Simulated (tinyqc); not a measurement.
# FinFET, parasitic resistance, capacitance and delay, step by step

Computed by the program tinyqc: `OMP_NUM_THREADS=1 python tinyqc.py 2170049 2170050 out.jsonl`, one thread of a shared Intel Xeon 2.30GHz, about 0.03 s for the whole run. Printed values are rounded.

Nf fins under one contact; each has gated perimeter p = 2 Hf + Wf and cross-section A = Hf Wf; contact width Wc = Nf pf, stack height Hs = Hf. Contact length Lc = CPP - Lg - 2 Lsp, shared by two neighbouring gates. Source and drain sides are equal. The formulas are first-order estimates, not field solutions.

Values chosen for this exercise; values close to those of silicon logic devices: temperature T = 300 K; number of fins Nf = 2; fin height Hf = 55 nm; fin width Wf = 5 nm; fin pitch pf = 24 nm; contacted gate pitch CPP = 42 nm; gate length Lg = 20 nm; spacer length Lsp = 6 nm; relative permittivity of the spacer ks = 5.5; gate height above the channel stack Hc = 20 nm; contact resistivity rc = 9.2e-10 ohm cm^2; resistivity of the source-drain epitaxy re = 0.00032 ohm cm; current-carrying depth of the epitaxy te = 20 nm; resistivity of the extension rx = 0.00077 ohm cm; gate overlap Lov = 2 nm; inversion capacitance Cinv = 2.7 uF/cm^2; injection velocity vx = 9.1e6 cm/s; apparent mobility mu = 350 cm^2/(V s); threshold at zero drain voltage VT = 0.27 V; barrier lowering dl = 0.038 V/V; subthreshold factor n = 1.24; wire load Cw = 0.06 fF; supply voltage Vdd = 0.8 V.

Constants: q = 1.602176634e-19 C, kB = 1.380649e-23 J/K, eps0 = 8.8541878128e-12 F/m, Vt = kB T/q. Results are converted to the units shown.

## Geometry and resistances

Epitaxy sheet resistance Rsh = re/te, transfer length LT = sqrt(rc/Rsh), contact Rc = [sqrt(rc Rsh)/Wc] coth(Lc/(2 LT)); extension of one fin Rx = rx Lsp/A. Effective width N p; for equal currents one side has Rc + Rx/N.

Lc = 10 nm
effective width = 230 nm
Rsh = 160 ohm
LT = 23.9792 nm
Rc = 388.873 ohm
Rx = 168 ohm
one side times effective width = 108.761 ohm um

Lc/2 is 0.21 transfer lengths, and Rc is 1.4 % above the area limit rc/(Wc Lc/2). The contact makes up 82.2 % of one side.

## Capacitances

With N fins: gate Cg = Cinv p N Lg; per side, plate Cp = ks eps0 [Wc (Hs + Hc) - N A]/Lsp, top fringe Cf = (2/pi) ks eps0 Wc ln(1 + Lg/(2 Lsp)), overlap Co = Cinv p N Lov. Cs = Cp + Cf + Co. An inverter of two such devices driving an equal one has the load CL = 2 (Cg + 2 Cs) + 4 Cs + Cw (its own drains counted twice for the Miller effect).

Cg = 124.2 aF
Cp = 24.7548 aF
Cf = 1.45957 aF
Co = 12.42 aF
CL = 617.475 aF

The channel capacitance gives 40.2 % of CL, the parasitic parts 50.1 % and the wire 9.72 %.

## Iteration 1: fin currents at Vgs = Vdd, Vds = Vdd/2

I at the start (uA): fin 1 0, fin 2 0

One fin: I = p Q vx u/(1 + |u|^1.8)^(1/1.8), Q = Cinv n Vt ln(1 + exp((Vg' - VT + dl Vd')/(n Vt))), u = Vd' mu/(vx Lg), Vg' = Vgs - v, Vd' = Vds - 2 v, with the drop on each side v = Rc (sum of I) + Rx I. I(new) = I(out).

drop v (mV): fin 1 0, fin 2 0
I(out) (uA): fin 1 151.916, fin 2 151.916
I after iteration 1 (uA): fin 1 151.916, fin 2 151.916

## Iteration 2: fin currents at Vgs = Vdd, Vds = Vdd/2

As before.

drop v (mV): fin 1 143.674, fin 2 143.674
I(out) (uA): fin 1 97.5563, fin 2 97.5563
I after iteration 2 (uA): fin 1 97.5563, fin 2 97.5563

## Course of the iteration: fin currents at Vgs = Vdd, Vds = Vdd/2

Stop when the largest change of I is below 1e-6 uA, or after 80 iterations.

Course of the iteration:
```
iteration  total I (uA)  largest |change| of one entry (uA)
1               303.832                                 152
2               195.113                                54.4
3               241.774                                23.3
4               224.366                                8.70
5               231.126                                3.38
6               228.546                                1.29
7               229.537                               0.495
8               229.158                               0.190
9               229.303                              0.0728
...                 ...                                 ...
13              229.264                             1.57e-3
14              229.263                             6.03e-4
15              229.263                             2.31e-4
16              229.263                             8.86e-5
17              229.263                             3.40e-5
18              229.263                             1.30e-5
19              229.263                             4.99e-6
20              229.263                             1.91e-6
21              229.263                             7.34e-7
```

Converged in 21 iterations. At the end each change is about 0.38 times the one before: linear convergence.

## Effective current, delay and energy

IH = I(Vdd, Vdd/2) = 229.263 uA
IL = I(Vdd/2, Vdd), solved likewise = 70.4280 uA

Ieff = (IH + IL)/2, delay CL Vdd/(2 Ieff), energy CL Vdd^2, with CL the load of an inverter that drives an equal one.

Ieff = 149.845 uA
delay = 1.64830 ps
energy = 395.184 aJ

Without any series resistance Ieff would be 197 uA, so the resistances cost 24.0 %.
